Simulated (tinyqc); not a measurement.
Inside a calculation. Method: Hubbard chain of 3 sites. One step of it, computed by the program tinyqc.

Question. Mean-field iteration 1. H(up) = T + U n(down), H(down) = T + U n(up); fill the lowest levels; n(new) = n + mixing (n(out) - n); E = tr T (rho up + rho down) + U sum n_up n_down of the output.

one-body matrix (hopping and site energies) (eV), order 1, 2, 3:
$$\begin{pmatrix}
0.330000 & -1.340000 & 0.000000 \\
-1.340000 & -0.050000 & -1.340000 \\
0.000000 & -1.340000 & -0.910000
\end{pmatrix}$$

U = 7.700000 eV

electrons, up and down: [2, 2]

mixing = 0.200000

n(up) at the start (a guess, not normalised): 1 0.967000, 2 0.367000, 3 0.967000

n(down) at the start (a guess): 1 0.367000, 2 0.967000, 3 0.367000

Give: levels, up; levels, down; energy; n(up) after iteration 1; n(down) after iteration 1.

Answer.

levels, up (eV): [1.5378, 2.8750, 8.0549]

levels, down (eV): [2.0605, 6.8366, 8.1906]

energy = 5.2281 eV

n(up) after iteration 1: 1 0.9603, 2 0.3154, 3 0.9651

n(down) after iteration 1: 1 0.3210, 2 0.9571, 3 0.4828
